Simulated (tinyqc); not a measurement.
Comparisons within one model: band offset from the macroscopic average of a supercell potential. A value that a table varies takes the place of the one given here.

A model of the planar-averaged electrostatic energy of an electron in a periodic cell of N1 periods of A (L1 = N1 n1 h) and N2 periods of B (L2 = N2 n2 h), on z_j = j h: V(z) = f VA + (1 - f) VB + F t(z), VA = V1[0] + V1[1] cos(2 pi z/(n1 h)) + V1[2] cos(4 pi z/(n1 h)), VB the same with V2, n2 and z - L1. f = [tanh(z/w) - tanh((z - L1)/w) + tanh((z - L1 - L2)/w)]/2 + 1/2; t(z) = z - L1/2 in A and (L1/L2)(L1 + L2/2 - z) beyond, so that the cell is periodic.

Running mean over n points, periodic: for odd n the plain mean of the n points centred on j; for even n the n + 1 points with half weight at both ends. The macroscopic average applies the mean over n1 points and then over n2 points.

dEv = Ev(A) - Ev(B) = Ev1 - (dV + Ev2); dEc = Ec(B) - Ec(A) = Eg2 - Eg1 - dEv. The correction of a gap, c = Eg[1] - Eg[0], lowers the valence top by fv c and leaves dV, a ground-state quantity, as it is. Type I: dEv and dEc of one sign; II: opposite signs; III: no overlap of the gaps.

Inputs chosen for the exercise (gaps near those of GaN and AlN; the results hold for these values, not for the real material): h = 0.35 angstrom (grid step); n1 = 7 (grid points per period of A); n2 = 6 (grid points per period of B); V1 = (-6.79, 2.07, 0.6) eV (mean and two harmonics of the potential in A); V2 = (-9.93, 3.42, -0.42) eV (the same in B); w = 0.55 angstrom (width of the interfaces); N1 = 5 (periods of A); N2 = 4 (periods of B); F = 0 eV/angstrom (slope in A from opposite charges on the two interfaces); Ev1 = 6.53 eV (valence top of bulk A above its mean potential); Eg1 = (1.91, 3.46) eV (gap of A: semi-local value, corrected value); Ev2 = 9.03 eV (valence top of bulk B above its mean potential); Eg2 = (4.11, 6.02) eV (gap of B: semi-local value, corrected value).

## How thick the regions must be

N1 = N2 = N, no slope (F = 0); dV is read at j = floor(N n1/2) and N n1 + floor(N n2/2). The exact value is V2[0] - V1[0].

Results:
```
N  L1 (angstrom)  dV (eV)  error (meV)
1           2.45  -1.3618      1778.21
2           4.90  -3.0286       111.41
3           7.35  -3.1332         6.79
4           9.80  -3.1399         0.06
5          12.25  -3.1400         0.00
6          14.70  -3.1400         0.00
```

What does this show, and why?

The error is below 10 meV from N = 3 on. The two windows together span 4.55 angstrom and must fit between the interface tails, which fall as exp(-2 z/w); the errors at N = 2, 3 and 4 are 111.41, 6.79 and 0.06 meV.

## The choice of windows

dV read at j = 17 and 47 after means over the numbers of points listed; ripple is the spread over the five points around each.

Results:
```
windows  dV (eV)  ripple in A (meV)  ripple in B (meV)
none       1.351               2648               4500
7 only    -3.689                  0                823
6 only    -2.821                527                  0
8 only    -4.047                395               1001
8, 7      -3.052                  0                130
7, 6      -3.140                  0                  0
```

Which rows can be used, and how does a wrong window show?

The last row matches both periods and lies 0 meV from the value of a thick cell, V2[0] - V1[0] = -3.140 eV. Against it the raw potential errs by +4.49 eV. No other row is within 20 meV of it. A window one point too long leaves a ripple of 395 meV in A, against 0 meV in the last row: the ripple is the sign to look for. Rows to use, with under 30 meV of ripple in both regions once the tilt is taken off: 7, 6. A row with a large ripple can hit the right value only by chance.

## Where the gap correction goes

dV = B - A = -3.1399 eV

fv1 and fv2 are varied.

Offsets (eV):
```
fv1  fv2     dEv    dEc
0.0  0.0   0.640  1.920
0.5  0.5   0.820  1.740
1.0  1.0   1.000  1.560
0.0  1.0   2.550  0.010
1.0  0.0  -0.910  3.470
0.3  0.7   1.512  1.048
```

What can be read from the table?

dEv + dEc = 2.560 eV in every row, but dEv alone spans 3.46 eV, the sum of the two corrections. A scissor on the conduction bands alone (first row) keeps the semi-local dEv; with equal shares fv the shift is fv times the difference of the corrections, +0.36 eV, against their sum of 3.46 eV: most of the error cancels if the shares are alike.

Computed by tinyqc, a small Python program: `OMP_NUM_THREADS=1 python tinyqc.py 1880915 1880916 out.jsonl` (the numbers bound the seed that draws the inputs); one thread of a shared host (Intel(R) Xeon(R) Processor @ 2.30GHz), about 0.01 s for the whole set of steps.
